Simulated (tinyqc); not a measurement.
# Capacitance measurement on a leaky thin oxide: effects of series resistance and leakage: what changes with what

The device is a capacitance C in parallel with a leakage conductance G, in series with Rs and Ls. An impedance meter reports either a parallel pair (Cp, Gp) from Y = 1/Z = Gp + i w Cp or a series pair (Cs, Rm) from Z = Rm + 1/(i w Cs); w = 2 pi f, dissipation D = Gp/(w |Cp|).

Inputs (values chosen for the exercise); values of the order met in thin-oxide MOS capacitors: relative permittivity of the gate insulator (close to silicon nitride) eox = 7.31; insulator thickness tox = 6 nm; gate area A = 10000 um^2; oxide-equivalent thickness added by the accumulation layer zc = 0.37 nm; oxide-equivalent thickness added by gate depletion zp = 0.3 nm; gate leakage current density, not matched to the thickness Jg = 0.041 A/cm^2; voltage for an e-fold rise of the leakage Vs = 0.19 V; series resistance Rs = 78 ohm; series inductance Ls = 0 nH; measuring frequency f = 10000 Hz.

Constants: eps0 = 8.8541878128e-14 F/cm where lengths are in cm. Results are converted to the units shown.

Each table varies one quantity; the others keep the values above.

## Readings against frequency

EOT = 3.9 tox/eox; CET = EOT + zc + zp; C = 3.9 eps0 A/CET; G = Jg A/Vs. Z = Rs + i w Ls + 1/(G + i w C); CET read from Cp = 3.9 eps0 A/Cp; errors under 0.001 % are printed as 0.

The same in every row: C (pF) = 89.203.

Results:
```
f (Hz),Cp (pF),Cs (pF),D,error of Cp (%),error of Cs (%),CET read from Cp (nm)
1000,88.903,1.3232e5,38.566,-0.336,1.48e5,3.8841
3000,88.903,14781,12.855,-0.336,1.65e4,3.8841
10000,88.903,1411.5,3.8570,-0.336,1480,3.8841
30000,88.903,236.12,1.2868,-0.336,165,3.8841
1e5,88.902,102.43,0.39003,-0.338,14.8,3.8842
3e5,88.888,90.672,0.14167,-0.353,1.65,3.8848
3e6,87.405,89.218,0.14401,-2.02,0.0165,3.9507
1e7,74.679,89.204,0.44103,-16.3,1.48e-3,4.6240
3e7,32.754,89.203,1.3128,-63.3,0,10.543
```

Estimate the missing row, f = 1e6 Hz.

Computed row:
```
f (Hz),Cp (pF),Cs (pF),D,error of Cp (%),error of Cs (%),CET read from Cp (nm)
1e6,88.734,89.335,0.082283,-0.525,0.148,3.8915
```

With this row back in the table: D goes from 38.6 through a minimum of 0.0823 (at f = 1e6 Hz among the rows listed) to 1.31; without inductance its minimum lies at f = sqrt(G (1 + G Rs)/Rs)/(2 pi C) = 9.39e5 Hz. The error of Cp goes from -0.336 to -63.3 % and that of Cs from 1.48e5 to 0 %; at low frequency Cp tends to C/(1 + G Rs)^2 and Cs grows as 1 + (G/(w C))^2. One of the two readings is within 2 % of C for f = 1000, 3000, 10000, 30000, 1e5, 3e5, 1e6, 3e6, 1e7, 3e7 Hz. For f = 1000, 3000, 10000, 30000, 3e7 D exceeds 1, where the accuracy of real meters degrades in proportion to sqrt(1 + D^2).

## Effect of the gate leakage current density, not matched to the thickness

Same model as above.

The same in every row: C (pF) = 89.20.

Effect of the gate leakage current density, not matched to the thickness:
```
Jg (A/cm^2),Cp (pF),Cs (pF),D,error of Cp (%),error of Cs (%),CET read from Cp (nm)
1e-5,89.20,89.20,0.001376,0,0,3.871
0.0001,89.20,89.21,0.009828,0,8.82e-3,3.871
0.001,89.20,89.99,0.09435,-8.23e-3,0.882,3.871
0.02,89.06,403.8,1.880,-0.164,353,3.877
0.2,87.76,3.155e4,18.94,-1.62,3.53e4,3.935
2,76.18,3.146e6,203.2,-14.6,3.53e6,4.533
30,17.91,7.079e8,6287,-79.9,7.94e8,19.28
300,0.5031,7.079e10,3.751e5,-99.4,7.94e10,686.4
```

What does the comparison show?

As Jg goes from 1e-5 to 300, the error of Cp goes from 0 to -99.4 %, that of Cs from 0 to 7.94e10 %, and D rises from 0.00138 to 3.75e5. The CET read from Cp goes from 3.87 to 686 nm against the true 3.87 nm. For Jg = 0.02, 0.2, 2, 30, 300 D exceeds 1, where the accuracy of real meters degrades in proportion to sqrt(1 + D^2).

tinyqc, about 0.01 s, one thread, Intel Xeon 2.30GHz (shared host): `OMP_NUM_THREADS=1 python tinyqc.py 2022194 2022195 out.jsonl`
